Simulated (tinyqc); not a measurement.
# Metal-interlayer-semiconductor contact, depinning against tunnelling resistance: contact resistivity against the conduction-band offset of the interlayer above the semiconductor

Zero bias, n-type semiconductor. Gap states at the semiconductor surface thin out as exp(-be ti), which unpins the barrier; electrons must then cross the interlayer (a rectangular barrier, no voltage drop across it) and the parabolic depleted layer, both by WKB. Energies E are counted from the Fermi level; no image force, parabolic bands.

S = 1/(1 + (1/S0 - 1) exp(-be ti)); phiB = S (phiM - chi) + (1 - S)(Eg - E0); xi = Ec - EF deep inside, from Nd = Nc F(-xi/Vt), F(x) = (2/sqrt(pi)) int_0^infinity sqrt(u) du/(1 + exp(u - x)); band bending U = phiB - xi; E00 = (hbar/2) sqrt(Nd/(eps0 eps_r mt m0)) in volts; A = 4 pi q mA m0 kB^2/h^3. With U = phiB - xi: for xi < E < phiB, y = (E - xi)/U and G1 = (U/E00) [sqrt(1 - y) - y ln((1 + sqrt(1 - y))/sqrt(y))], G1 = 0 above phiB; G2 = 2 ti sqrt(mi max(phiB + dE - E, 0)/C), C = hbar^2/(2 m0); f = 1/(1 + exp(E/Vt)); 1/rho_c = (A T^2/Vt^2) times the integral of exp(-G1 - G2) f over E from xi upwards. Shares under 0.001 % are printed as 0; rows without band bending are left out.

Values chosen for this exercise; semiconductor values close to those of gallium arsenide; interlayer mass of the order of that in zinc oxide, offset chosen freely: temperature T = 400 K; band gap Eg = 1.4 eV; relative permittivity eps_r = 12.4; electron affinity chi = 4.01 eV; conduction-band density of states at T Nc = 6.77e17 cm^-3; tunnelling mass in the semiconductor mt = 0.0653 m0; Richardson mass mA = 0.069 m0; donor density Nd = 1.1e19 cm^-3; charge-neutrality level above the valence band E0 = 0.48 eV; pinning factor without interlayer S0 = 0.097; metal work function phiM = 4.01 eV; interlayer thickness ti = 0.9 nm; tunnelling mass in the interlayer mi = 0.29 m0; decay constant of gap states through the interlayer be = 2.7 1/nm.

Constants: q = 1.602176634e-19 C, kB = 1.380649e-23 J/K, eps0 = 8.8541878128e-12 F/m, hbar = 1.054571817e-34 J s, h = 6.62607015e-34 J s, m0 = 9.1093837015e-31 kg, Vt = kB T/q, hbar^2/(2 m0) = 0.0380998212 eV nm^2. Results are converted to the units shown.

The same in every row: S = 0.550; phiB (eV) = 0.414; E00/Vt = 1.99; rho_c with G2 = 0 (ohm cm^2) = 3.93e-7.

Results:

| dE (eV) | rho_c (ohm cm^2) | peak of the integrand (eV) | share above phiB (%) |
|---|---|---|---|
| 0 | 8.53e-6 | 0.0200 | 0.197 |
| 0.5 | 4.30e-5 | 0.0143 | 0.0340 |
| 1 | 1.39e-4 | 0.0121 | 0.0245 |
| 1.5 | 3.67e-4 | 0.0108 | 0.0209 |
| 2.5 | 0.00185 | 0.00940 | 0.0176 |
| 3 | 0.00372 | 0.00894 | 0.0167 |

Estimate the missing row, dE = 2 eV.

Computed row:

| dE (eV) | rho_c (ohm cm^2) | peak of the integrand (eV) | share above phiB (%) |
|---|---|---|---|
| 2 | 8.60e-4 | 0.0100 | 0.0189 |

With this row back in the table: As dE goes from 0 to 3, phiB stays at 0.414 eV and rho_c rises from 8.53e-6 to 0.00372 ohm cm^2. The ratio of rho_c to its value with G2 = 0 runs from 21.7 to 9480.

Range of the model: The depletion charge would drop about 0.19 V across such an interlayer (eps_r near 8.5) at ti = 0.9 nm and Nd = 1.1e19 cm^-3, against a band bending of 0.68 V; this model leaves that drop out.

Numbers from tinyqc (`OMP_NUM_THREADS=1 python tinyqc.py 2270108 2270109 out.jsonl`; about 0.04 s on one thread of a shared Intel Xeon 2.30GHz).
